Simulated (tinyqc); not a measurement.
Inside a calculation. Model: X-ray reflectivity of a thin film on silicon: critical angles, Parratt recursion, fringes and roughness. Computed by tinyqc, a small Python program that keeps every step. Command: `OMP_NUM_THREADS=1 python tinyqc.py 3121525 3121526 out.jsonl xrr walk`. One thread of a shared host (Intel(R) Xeon(R) Processor @ 2.30GHz), about 0.01 s of CPU time with the checks. Intermediate numbers are printed to about 6 digits and carried at full precision; extremes and crossings named in words are read from the listed rows.

n = 1 - delta + i beta; the classical electron radius is r_e = 2.8179403e-6 nm. Layer 0 is vacuum, 1 the film, 2 the substrate.

Inputs (values chosen for the exercise, modelled on a porous low-k film on silicon, copper K-alpha radiation): wavelength lambda = 0.15406 nm; film density rho = 1.33 g/cm^3; effective electrons per unit mass, film = 0.518 mol/g; beta/delta, film = 0.0093; film thickness d = 56.9 nm; roughness of the surface sigma_1 = 0.24 nm; roughness of the interface sigma_2 = 0.5 nm; substrate density = 2.33 g/cm^3; effective electrons per unit mass, substrate = 0.507 mol/g; beta/delta, substrate = 0.023; grazing angle theta = 1.84 degrees.

Constants: N_A = 6.02214076e+23 1/mol.

## Optical constants

delta = r_e lambda^2 rho_e/(2 pi), rho_e = density x electrons per mass x N_A; critical angle sqrt(2 delta), q_c = 4 sqrt(pi r_e rho_e).

Constants:
```
layer      rho_e (1/nm^3)        delta         beta  critical angle (degrees)  q_c (1/nm)
film              414.889  4.41636e-06  4.10721e-08                  0.170282    0.242419
substrate         711.402  7.57263e-06  1.74170e-07                  0.222977    0.317437
```

The film is less dense in electrons than the substrate, so a second edge from the substrate can show.

## Critical angle of the film

The formulas are those given above.

critical angle of the film = 0.170282 degrees

## Reflectivity at one angle

k_j = (2 pi/lambda) sqrt(sin^2 theta - 2 delta_j + 2 i beta_j); r_ij = (k_i - k_j)/(k_i + k_j) x exp(-2 k_i k_j sigma^2) (Nevot-Croce); r = (r_01 + r_12 p)/(1 + r_01 r_12 p), p = exp(2 i k_1 d); R = |r|^2.

k_0, k_1, k_2 (1/nm): [1.30952, 1.30389+0.00005i, 1.29986+0.00022i]

1000 r_01 = 1.76699-0.01652i

1000 r_12 = 0.663649-0.028246i

p = -0.741925-0.661583i

reflectivity R = 1.76624e-06

q = 4 pi sin(theta)/lambda = 2.61903 1/nm

## Fringe period, contrast and decay

Far above the critical angle the period is d theta = lambda/(2 d), or 2 pi/d in q; the envelope runs between (|r_01| - |r_12 p|)^2 and (|r_01| + |r_12 p|)^2; contrast = 2 a b/(a^2 + b^2) with a = |r_01|, b = |r_12 p|; roughness factors on the amplitudes are about exp(-q^2 sigma^2/2).

period in theta = 0.0775658 degrees

period in q = 0.110425 1/nm

contrast = 0.655776

roughness factor, surface = 0.820740

roughness factor, interface = 0.424257

## Thickness from the minima

Minima of R theta^4 are located on 6001 points over 7.5 periods, from 1.15 times the larger critical angle. With refraction, sin^2(theta_m) = 2 delta + m^2 (lambda/(2 d))^2, m integer or half-integer; the first six minima are used, and the first order is the one that minimises the largest residual of the least-squares line plus the distance of its intercept from 2 delta. Without refraction, d = lambda/(2 x mean step of sin theta).

Minima:
```
order m  theta (degrees)  sin^2 theta
2.5             0.258945  2.04252e-05
3.5             0.320901  3.13683e-05
4.5             0.388771  4.60400e-05
5.5             0.459743  6.43838e-05
6.5             0.532558  8.63926e-05
7.5             0.606537  1.12061e-04
```

d with refraction = 56.8918 nm

d without refraction = 63.4887 nm

Against d = 56.9 nm the errors are -0.01 % with and +11.58 % without refraction. The orders are half-integers, as r_01 and r_12 have the same sign for a film less dense than the substrate.

## Which roughness does what

R is averaged over one period above each angle (64 points); contrast = (max - min)/(max + min) of R theta^4 over that period. Cases: smooth; only sigma_1; only sigma_2; both.

Mean R and contrast:
```
theta (degrees)     R smooth  contrast   R, sigma_1  contrast, sigma_1   R, sigma_2  contrast, sigma_2      R, both  contrast, both
0.8              1.71353e-04  0.952989  1.62723e-04           0.963663  1.54165e-04           0.894171  1.45552e-04        0.909310
1.2              3.34031e-05  0.948566  2.97599e-05           0.971078  2.73681e-05           0.797846  2.37187e-05        0.837093
1.8              6.97464e-06  0.946784  5.47007e-06           0.990353  5.05050e-06           0.558765  3.54598e-06        0.649542
2.5              1.90201e-06  0.946235  1.23413e-06           0.999329  1.29134e-06           0.274979  6.21310e-07        0.382965
3.5              5.07779e-07  0.945636  2.49736e-07           0.927384  3.37298e-07           0.062092  7.87502e-08        0.141891
```

At 2.5 degrees sigma_1 alone multiplies the mean R by 0.65 and sigma_2 alone by 0.68; the contrast goes from 0.95 (smooth) to 1.00 and 0.27.

Checks made by the program: smooth bare substrate far above q_c against (q_c/2q)^4 (relative difference 1e-03).
